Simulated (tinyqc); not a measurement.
# Gated two-dimensional channel with two bands, quantum capacitance: effect of the gate voltage

phi is the Fermi level above the lowest band edge, in volts; Vg is counted from the gate voltage at which an empty channel would have phi = 0. The channel has no thickness; trap charge is -q Dit phi.

D1 = gv md m0 q/(pi hbar^2), D2 = g2 m2 m0 q/(pi hbar^2) per eV; n1 = D1 Vt ln(1 + exp(phi/Vt)), n2 = D2 Vt ln(1 + exp((phi - E2)/Vt)), n = n1 + n2; Cq = q dn/dphi = q [D1/(1 + exp(-phi/Vt)) + D2/(1 + exp((E2 - phi)/Vt))]. Cox = eps0 eox/tox; Vg = phi + q (n + Dit phi)/Cox. 1/C_G = 1/Cox + 1/(Cq + q Dit); dphi/dVg = Cox/(Cox + Cq + q Dit).

Inputs (values chosen for the exercise); lowest band close to that of a thin InAs body:
```
symbol,value,unit,meaning
T,300,K,temperature
eox,3.9,,relative permittivity of the gate insulator (close to silicon dioxide)
tox,0.85,nm,insulator thickness
md,0.0338,m0,in-plane mass
gv,1,,valley degeneracy
m2,0.08,m0,"in-plane mass of a second band, chosen freely"
g2,4,,"valley degeneracy of that band, chosen freely"
E2,0.18,eV,second band edge above the first
Dit,0,cm^-2 eV^-1,density of traps
```

Constants: q = 1.602176634e-19 C, kB = 1.380649e-23 J/K, hbar = 1.054571817e-34 J s, m0 = 9.1093837015e-31 kg, Vt = kB T/q, eps0 = 8.8541878128e-14 F/cm where lengths are in cm. Results are converted to the units shown.

The same in every row: Cox (uF/cm^2) = 4.063.

Result of one run:
```
phi (V),n (cm^-2),Cq (uF/cm^2),C_G (uF/cm^2),dphi/dVg,share of the second band (%)
0.3146,2.245e13,23.56,3.465,0.1471,80.22
```

Which gate voltage Vg gave this result: -0.2, 0.2, 0.8, 1.2 or 1.4 V?

Vg = 1.2 V.

The whole series:
```
Vg (V),phi (V),n (cm^-2),Cq (uF/cm^2),C_G (uF/cm^2),dphi/dVg,share of the second band (%)
-0.2,-0.2000,1.607e8,9.960e-4,9.957e-4,0.9998,0.8884
0,-0.008014,2.032e11,0.9720,0.7844,0.8069,1.180
0.2,0.1201,2.025e12,4.165,2.056,0.4938,16.06
0.4,0.1858,5.431e12,14.17,3.157,0.2228,51.68
0.6,0.2234,9.549e12,20.31,3.385,0.1667,66.96
0.8,0.2550,1.382e13,22.57,3.443,0.1526,73.94
1,0.2851,1.813e13,23.32,3.460,0.1484,77.80
1.2,0.3146,2.245e13,23.56,3.465,0.1471,80.22
1.4,0.3439,2.678e13,23.64,3.467,0.1466,81.86
1.6,0.3733,3.111e13,23.67,3.467,0.1465,83.06
```

As Vg goes from -0.2 to 1.6, Cq rises from 9.96e-4 to 23.7 uF/cm^2, C_G/Cox rises from 2.45e-4 to 0.853 and n rises from 1.61e8 to 3.11e13 cm^-2. Cq is below Cox for Vg = -0.2, 0; there the density of states limits the response dn/dVg more than the insulator does. For Vg = 1.2, 1.4, 1.6 phi exceeds 0.3 V, where non-parabolicity and further bands matter for so light a mass. For Vg = 1.2, 1.4, 1.6 the field in the insulator exceeds 10 MV/cm, beyond what real films hold.

Numbers from tinyqc (`OMP_NUM_THREADS=1 python tinyqc.py 2200064 2200065 out.jsonl`; about 0.01 s on one thread of a shared Intel Xeon 2.30GHz).
